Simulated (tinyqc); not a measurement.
Optical gain and spontaneous emission in a bulk direct-gap semiconductor, step by step. Values are carried at full precision from step to step, so a last printed digit may differ when a step is redone from the rounded ones.

F_j(eta) = (1/Gamma(j + 1)) integral_0^infinity x^j dx/(1 + exp(x - eta)), which tends to exp(eta) for eta << 0.

Quasi-Fermi levels: n = Nc F_1/2(Fc/kT) and p = Nv F_1/2(Fv/kT), Fc counted up from the conduction edge and Fv down from the valence edge; Nc, Nv from N = 2 (m kB T/(4 pi c))^(3/2) with c = hbar^2/2m0, in 1/angstrom^3; times 1e24 for 1/cm^3, with me and (mhh^(3/2) + mlh^(3/2))^(2/3).

Constants: hbar^2/2m0 = 3.80998211 eV angstrom^2; kB = 8.617333262e-05 eV/K; fine-structure constant alpha = 0.007297352564; hbar = 6.58211957e-16 eV s; hbar c = 1973.269805 eV angstrom.

Parameters, chosen for this exercise (near those of InP; not measured data):
- me = 0.081 m0 (electron mass)
- mhh = 0.624 m0 (heavy-hole mass)
- mlh = 0.0915 m0 (light-hole mass)
- n = 3.9e+18 1/cm^3 (injected density, n = p)
- T = 350 K
- Eg = 1.364 eV (direct gap)
- Ep = 20.9 eV (Kane energy)
- nr = 3.45 (refractive index)
- E = 1.408 eV (photon energy)

## Quasi-Fermi levels

Solve for Fc and Fv.

kT = 0.030161 eV
Nc = 7.290e+17 1/cm^3
Nv = 1.646e+19 1/cm^3
Fc = 0.1039 eV
Fv = -0.0409 eV
Fc + Fv = 0.0630 eV

The separation of the quasi-Fermi levels exceeds the gap, so photons between Eg and Eg + (Fc + Fv) see gain. The quasi-Fermi level of the electrons lies inside the band, that of the holes in the gap.

## Absorption of the empty crystal

Parabolic bands, vertical transitions, no excitons. For each hole band j: mr = me mj/(me + mj); joint density of states J_j(E) = (mr/c)^(3/2) sqrt(E - Eg)/(2 pi^2), both spins, c = hbar^2/2m0; averaged matrix element |e.p|^2 = m0 Ep/6; alpha_j(E) = 4 pi^2 alpha_f c Ep J_j/(3 nr E) in 1/angstrom (alpha_f the fine-structure constant, listed as alpha among the constants), times 1e8 for 1/cm.

Evaluate at E for heavy and light holes.

mr, J and alpha of each hole band:
```
hole   mr (m0)  J (1/(eV angstrom^3))  alpha (1/cm)
heavy  0.07169              2.743e-05        4318.0
light  0.04297              1.273e-05        2003.3
```

The heavy-hole band gives 68 % of the total, 6321 1/cm.

## Occupations and gain at E

For band j the electron sits at Ee = (E - Eg) mr/me above its edge and the hole at Eh = (E - Eg) mr/mj; fe = 1/(1 + exp((Ee - Fc)/kT)), fh = 1/(1 + exp((Eh - Fv)/kT)); gain g = sum_j alpha_j (fe + fh - 1).

Use mr and alpha from the table.

Energies, occupations and gain of each hole band:
```
hole   Ee (eV)  Eh (eV)     fe     fh  g (1/cm)
heavy   0.0389   0.0051  0.896  0.179       324
light   0.0233   0.0207  0.935  0.115       101
```

total gain = 425 1/cm

E - Eg = 0.0440 eV is below Fc + Fv = 0.0630 eV, so both bands give gain (Bernard-Duraffourg).

## Spontaneous emission

Spontaneous rate: R = integral of (nr E/(hbar c))^2/(pi^2 hbar) sum_j alpha_j fe fh dE, with alpha in 1/cm and (nr E/(hbar c))^2 in 1/cm^2 (1e16 per 1/angstrom^2); B = R/(n p); lifetime n/R.

Integrate over photon energy.

R = 1.15e+27 1/(cm^3 s)
B = 7.59e-11 cm^3/s
radiative lifetime = 3.38 ns

## Checks

- B at n = 1e13 1/cm^3 against the van Roosbroeck-Shockley value from alpha and ni^2 (cm^3/s): both 1.09e-10.

Run: tinyqc, `OMP_NUM_THREADS=1 python tinyqc.py 1682715 1682716 out.jsonl`; Intel(R) Xeon(R) Processor @ 2.30GHz, one thread, shared host; about 0.08 s of CPU time with all checks.
